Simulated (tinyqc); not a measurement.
# Double-gate transistor, scale length and short-channel effects: what changes with what

A body of thickness ts between two insulators of thickness ti and two tied gates. Below threshold the potential that source and drain add obeys Laplace's equation and vanishes on the gate. Its lowest mode decays along the channel as exp(-k y); k is the smallest positive root of the matching condition at the interface, and the scale length is Lambda = pi/k.

Values chosen for this exercise; permittivities: semiconductor close to that of silicon, insulator close to that of silicon dioxide: temperature T = 325 K; relative permittivity of the semiconductor eps_r = 11.5; relative permittivity of the insulator ei = 3.97; insulator thickness ti = 2.4 nm; body thickness ts = 15 nm; channel length L = 36 nm; potential of the source Vbi = 0.92 V; potential of the barrier top at threshold sT = 0.43 V; drain voltage Vds = 0.8 V.

Constants: q = 1.602176634e-19 C, kB = 1.380649e-23 J/K, Vt = kB T/q. Results are converted to the units shown.

Each table varies one quantity; the others keep the values above.

## Effect of the relative permittivity of the insulator

k is the smallest positive root of f(k) = ei cos(k ti) cos(k ts/2) - eps_r sin(k ti) sin(k ts/2). Along the channel psi(y) = s + a exp(y/l) + b exp(-y/l) with psi(0) = Vbi, psi(L) = Vbi + Vds and l = 1/k = Lambda/pi; with A = Vbi - s, B = A + Vds, x = exp(-L/l): a = (B - A x) x/(1 - x^2), b = (A - B x)/(1 - x^2). The minimum is s + 2 sqrt(a b), at y = (l/2) ln(b/a). The long-channel potential follows the gate as s = sT + (Vg - VTL)/m, and the threshold VT is the gate voltage at which the minimum equals sT. Swing = m Vt ln 10/g at threshold, g = d(minimum)/ds = 1 - (b x + a)/((1 + x) sqrt(a b)). DIBL = [VT(0.05 V) - VT(Vds)]/(Vds - 0.05 V). sT and Vbi are held fixed; m = 1.

Results:
```
ei   Lambda (nm)  L/Lambda  VT - VTL at Vds (mV)  DIBL (mV/V)  swing (mV/decade)
3.9        27.07     1.330                -262.5        128.7              87.29
5.7        23.86     1.509                -184.2        89.58              80.63
12         19.62     1.835                -101.1        48.61              73.46
18         18.17     1.981                -78.32        37.51              71.47
27         17.16     2.098                -64.04        30.59              70.21
40         16.48     2.185                -55.26        26.35              69.44
```

Estimate the missing row, ei = 8.5.

Computed row:
```
ei   Lambda (nm)  L/Lambda  VT - VTL at Vds (mV)  DIBL (mV/V)  swing (mV/decade)
8.5        21.29     1.691                -131.0        63.27              76.06
```

With this row back in the table: As ei goes from 3.9 to 40, Lambda falls from 27.1 to 16.5 nm, DIBL falls from 129 to 26.4 mV/V and the swing falls from 87.3 to 69.4 mV a decade. On average Lambda goes as ei^(-0.21). At ei = 3.9 L is under 1.5 Lambda, where higher modes, left out of the one-mode potential, count.

## A higher permittivity at fixed equivalent oxide thickness

Same model as above.

The equivalent oxide thickness 3.9 ti/ei is held at 2.4 nm, so ti = 2.4 ei/3.9 nm.

A higher permittivity at fixed equivalent oxide thickness:
```
ei   ti (nm)  Lambda (nm)  L/Lambda  DIBL (mV/V)  swing (mV/decade)
3.9    2.400        27.07     1.330        128.7              87.29
5      3.077        27.24     1.322        130.9              87.66
7.5    4.615        27.78     1.296        138.2              88.89
10     6.154        28.56     1.260        149.1              90.72
15     9.231        30.90     1.165        183.9              96.50
20     12.31        34.24     1.051        239.7              105.7
```

What does the table show?

As ei goes from 3.9 to 20, Lambda rises from 27.1 to 34.2 nm, DIBL rises from 129 to 240 mV/V and the swing rises from 87.3 to 106 mV a decade. The ratio ei/ti is the same in every row, yet the insulator grows from 2.40 to 12.3 nm, and drain fields reach the channel sideways through it. In every row L is under 1.5 Lambda, where higher modes, left out of the one-mode potential, count.

## Effect of the drain voltage

Same model as above.

The same in every row: Lambda (nm) = 26.90; L/Lambda = 1.338.

Effect of the drain voltage:
```
Vds (V)  VT - VTL at Vds (mV)  DIBL (mV/V)  swing (mV/decade)
0.2                    -185.0        145.1              85.19
0.35                   -205.0        139.2              85.55
0.5                    -223.6        134.3              85.98
0.65                   -241.3        130.1              86.44
0.8                    -258.1        126.5              86.91
0.95                   -274.2        123.3              87.40
1.1                    -289.7        120.5              87.88
```

As Vds goes from 0.2 to 1.1 V, Lambda stays at 26.9 nm, DIBL falls from 145 to 120 mV/V and the swing rises from 85.2 to 87.9 mV a decade. In every row L is under 1.5 Lambda, where higher modes, left out of the one-mode potential, count.

tinyqc, about 0.01 s, one thread, Intel Xeon 2.30GHz (shared host): `OMP_NUM_THREADS=1 python tinyqc.py 2420120 2420121 out.jsonl`
